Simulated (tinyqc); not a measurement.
# Implanted layer, carriers, mobility and sheet resistance with incomplete ionisation: effect of the temperature

An n-type layer from the surface x = 0 to the junction xj, N(x) = N0 exp(-(x - Rp)^2/(2 sg^2)). Local neutrality (no depletion at surface or junction, no spilling of carriers), intrinsic carriers neglected, Boltzmann statistics.

NB is given at 250 K and scales as (T/250 K)^1.5. xj = Rp + sg sqrt(2 ln(N0/Nb)). Active dopant A = min(N, Ns); n solves n (n + Nb)/(A - Nb - n) = K, K = (NB/gd) exp(-E/Vt), E = max(Ei - ks A^(1/3), 0), so n = 2 K (A - Nb)/[Nb + K + sqrt((Nb + K)^2 + 4 K (A - Nb))]; mobility mu = m1 + (m2 (T/300 K)^(-bt) - m1)/(1 + ((A + Nb)/Nr)^am). Dose = integral of N, carrier sheet density = integral of n, 1/Rs = q integral of n mu, mean mobility 1/(q Rs sheet density), Hall mobility (unit Hall factor) = integral of n mu^2 over integral of n mu, Hall sheet density = (integral of n mu)^2/integral of n mu^2; all from 0 to xj. Integrals on 4000 steps.

Parameters, values chosen for the exercise; values close to those of arsenic in silicon over a p-type background:
- Nb = 1.7e15 cm^-3 (background doping of the opposite type)
- N0 = 5.1e17 cm^-3 (peak chemical concentration)
- m1 = 52.5 cm^2/(V s) (mobility limit at high doping)
- m2 = 1380 cm^2/(V s) (mobility limit at low doping, at 300 K)
- Nr = 9.74e16 cm^-3 (reference doping of the mobility law)
- am = 0.667 (exponent of the mobility law)
- bt = 2.1 (temperature exponent of m2)
- Ns = 2e20 cm^-3 (solubility limit of active dopant)
- NB = 2.16e19 cm^-3 (conduction-band density of states at the reference temperature)
- Ei = 0.052 eV (ionisation energy in the dilute limit)
- gd = 2 (degeneracy factor of the level)
- ks = 0 eV cm (lowering of Ei per N^(1/3))
- sg = 92 nm (straggle after annealing)
- Rp = 81 nm (projected range)

Constants: q = 1.602176634e-19 C, kB = 1.380649e-23 J/K, Vt = kB T/q. Results are converted to the units shown.

The same in every row: xj (nm) = 391.7; dose (cm^-2) = 9.530e12.

Result of one run:

| T (K) | carriers (cm^-2) | Rs (ohm/square) | mean mobility (cm^2/(V s)) | Rs xj (ohm nm) | Hall/true sheet density |
|---|---|---|---|---|---|
| 200 | 5.873e12 | 1035 | 1027 | 4.053e5 | 0.9223 |

What becomes of these results when the temperature T is changed from 200 to 300 K, all else the same?

Result of the changed run:

| T (K) | carriers (cm^-2) | Rs (ohm/square) | mean mobility (cm^2/(V s)) | Rs xj (ohm nm) | Hall/true sheet density |
|---|---|---|---|---|---|
| 300 | 8.061e12 | 1717 | 450.8 | 6.728e5 | 0.9402 |

The whole series:

| T (K) | carriers (cm^-2) | Rs (ohm/square) | mean mobility (cm^2/(V s)) | Rs xj (ohm nm) | Hall/true sheet density |
|---|---|---|---|---|---|
| 150 | 3.699e12 | 890.5 | 1895 | 3.488e5 | 0.9062 |
| 200 | 5.873e12 | 1035 | 1027 | 4.053e5 | 0.9223 |
| 250 | 7.260e12 | 1326 | 648.4 | 5.194e5 | 0.9326 |
| 300 | 8.061e12 | 1717 | 450.8 | 6.728e5 | 0.9402 |
| 350 | 8.522e12 | 2185 | 335.2 | 8.560e5 | 0.9466 |
| 400 | 8.798e12 | 2711 | 261.7 | 1.062e6 | 0.9524 |
| 450 | 8.971e12 | 3278 | 212.2 | 1.284e6 | 0.9580 |
| 500 | 9.086e12 | 3875 | 177.3 | 1.518e6 | 0.9633 |

As T goes from 150 to 500, xj stays at 392 nm, Rs rises from 890 to 3870 ohm/square, the mean mobility falls from 1890 to 177 cm^2/(V s) and the share of the dose that conducts rises from 38.8 to 95.3 %.

Program tinyqc, `OMP_NUM_THREADS=1 python tinyqc.py 2110055 2110056 out.jsonl`; Intel Xeon 2.30GHz, shared host, one thread, about 0.01 s.
